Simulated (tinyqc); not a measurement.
# Worked calculation: resonant-tunnelling diode, transfer matrices and Tsu-Esaki current

Program tinyqc, `OMP_NUM_THREADS=1 python tinyqc.py 2600008 2600009 out.jsonl`; Intel Xeon 2.30GHz, shared host, one thread, about 0.1 s. Printed values are rounded.

Emitter (band edge 0), barrier d1, well Lw, barrier d2, spacer ds, collector (edge -V). The bias drops linearly over these layers and none in the contacts; each layer is cut into ns equal slices, flat at the value of their centres. E is the energy of motion across the layers, C = hbar^2/(2 m0), psi and psi'/m are continuous. Transport is coherent, T(E) is taken as independent of the transverse momentum, and charge in the well is ignored.

Values chosen for this exercise; masses and offsets of a made-up heterostructure:
- T = 77 K (temperature)
- mw = 0.04 m0 (mass in the well, spacer and contacts)
- U1 = 1.3 eV (barrier height)
- m1 = 0.21 m0 (barrier mass)
- d1 = 0.8 nm (emitter barrier)
- Lw = 2.4 nm (well width)
- d2 = 0.8 nm (collector barrier)
- ns = 2 (slices in each layer)
- ds = 2.2 nm (undoped spacer after the collector barrier)
- Ef = 0.21 eV (Fermi energy of both contacts above their band edges)
- V = 0.55 V (bias of the collector)
- E = 0.15559 eV (trial energy)

Constants: q = 1.602176634e-19 C, kB = 1.380649e-23 J/K, hbar = 1.054571817e-34 J s, m0 = 9.1093837015e-31 kg, Vt = kB T/q, hbar^2/(2 m0) = 0.0380998212 eV nm^2. Results are converted to the units shown.

Range of the model: Electrons enter the collector with more than 0.4 eV, where real bands are no longer parabolic.

## Slices under bias

U = edge of the layer - V x/Lt at the centre x of each slice, Lt the summed thickness.

| slice | U (eV) | m (m0) | width (nm) |
|---|---|---|---|
| 0 | 1.282258 | 0.21 | 0.4 |
| 1 | 1.246774 | 0.21 | 0.4 |
| 2 | -0.124194 | 0.04 | 1.2 |
| 3 | -0.230645 | 0.04 | 1.2 |
| 4 | 0.998387 | 0.21 | 0.4 |
| 5 | 0.962903 | 0.21 | 0.4 |
| 6 | -0.403629 | 0.04 | 1.1 |
| 7 | -0.501210 | 0.04 | 1.1 |

## Running product of the slice matrices at the trial energy

For the pair (psi, psi'/m) a flat layer has M = [[cos kd, (m/k) sin kd], [-(k/m) sin kd, cos kd]] with k = sqrt(m (E - U)/C) above its edge U, and M = [[cosh Kd, (m/K) sinh Kd], [(K/m) sinh Kd, cosh Kd]] with K = sqrt(m (U - E)/C) below it. Later slices stand to the left. With M acting on (psi, psi'/m) and v = k/m in each lead, T(E) = 4 vL vR/[(vL vR M12 - M21)^2 + (vR M11 + vL M22)^2]. vL = sqrt(mw E/C)/mw, vR = sqrt(mw (E + V)/C)/mw.

Product after each layer:

|  | M11 | M12 (nm) | M21 (1/nm) | M22 |
|---|---|---|---|---|
| barrier d1 | 3.704123 | 0.3010603 | 41.72432 | 3.661201 |
| well | 3.596997 | 0.3104018 | -50.97549 | -4.120906 |
| barrier d2 | -3.064170 | -0.1915260 | -46.72416 | -3.246847 |
| spacer | -1.872857 | -0.1331141 | 71.20810 | 4.527203 |

T(E) = 0.08645123

## Transmission at three energies near the peak

three energies (eV): [0.113127, 0.121527, 0.129927]

The same product at each energy.

T(E) at these energies: [0.5274525, 0.9429679, 0.5606821]

## Breit-Wigner parameters from a parabola through 1/T(E)

Near a resonance 1/T(E) = (1/Tp) [1 + (2 (E - Er)/G)^2]. With y = 1/T(E) at E0 - h, E0, E0 + h: a = (y1 + y3 - 2 y2)/(2 h^2), b = (y3 - y1)/(2 h), Er = E0 - b/(2 a), 1/Tp = y2 - b^2/(4 a), G = 2 sqrt(1/(Tp a)), tau = hbar/G.

Er = 0.1218298 eV
Tp = 0.9438692
G = 19.58922 meV
tau = 33.60072 fs

The true maximum of T(E) lies at 0.12162 eV with height 0.9431 and full width 19.65 meV; the fitted G is 0.30 % below that width.

## Current from the resonance alone

J = J0 times the integral over E > 0 of T(E) N(E), N = ln[(1 + exp((Ef - E)/Vt))/(1 + exp((Ef - V - E)/Vt))], J0 = q^2 mw m0 kB T/(2 pi^2 hbar^3) (times 1e-4 for A/cm^2 per eV). For a sharp resonance J = J0 (pi G/2) Tp N(Er), with Er the peak energy, Tp the peak transmission and G the full width at half maximum (in eV). The three values given are estimates from a parabola through three points of 1/T(E).

J0 = 4.295221e6 A/(cm^2 eV)
N(Er) = 13.28796
J = 1657.649 kA/cm^2

The full integral over T(E) gives 1510 kA/cm^2; the value above is 9.7 % above it. With the exact position, height and width of the peak (Er = 0.12162 eV, Tp = 0.9431, G = 19.65 meV) the formula is 10 % above it.
